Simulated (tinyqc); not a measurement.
Frequency dispersion of an accumulation capacitance by border traps, distributed model: one step of the calculation.

Traps spread evenly through the insulator exchange electrons with the semiconductor by tunnelling, with tau(x) = t0 exp(2 ka x) at depth x from the interface. The admittance per area Y seen at depth x obeys dY/dx = -Y^2/(i w eps0 eox) + q Nb ln(1 + i w tau)/tau, with Y(0) = i w Cs and w = 2 pi f; the gate sees Y(tox) = G + i w C. Working variable y = Y/(i w), in uF/cm^2. Cox = eps0 eox/tox.

Task. Capacitance and conductance at the gate. Beyond xe the traps are ignored, so 1/y(tox) = 1/y(xe) + (tox - xe)/(eps0 eox); C = Re y, G/w = -Im y, loss tangent G/(w C).

Parameters, values chosen for the exercise; permittivity close to that of aluminium oxide: relative permittivity of the insulator eox = 8.43; insulator thickness tox = 11 nm; depth down to which the steps are taken xe = 2 nm.

Constants: eps0 = 8.8541878128e-14 F/cm where lengths are in cm. Results are converted to the units shown.

y at xe = 3.2141873-0.2804108i uF/cm^2

Wanted: y at the gate; C; G/w; loss tangent.

Result.

y at the gate = 0.66006-0.01174i uF/cm^2
C = 0.66006 uF/cm^2
G/w = 0.011740 uF/cm^2
loss tangent = 0.017786

Program tinyqc, `OMP_NUM_THREADS=1 python tinyqc.py 2202029 2202030 out.jsonl`; Intel Xeon 2.30GHz, shared host, one thread, about 0.7 s.
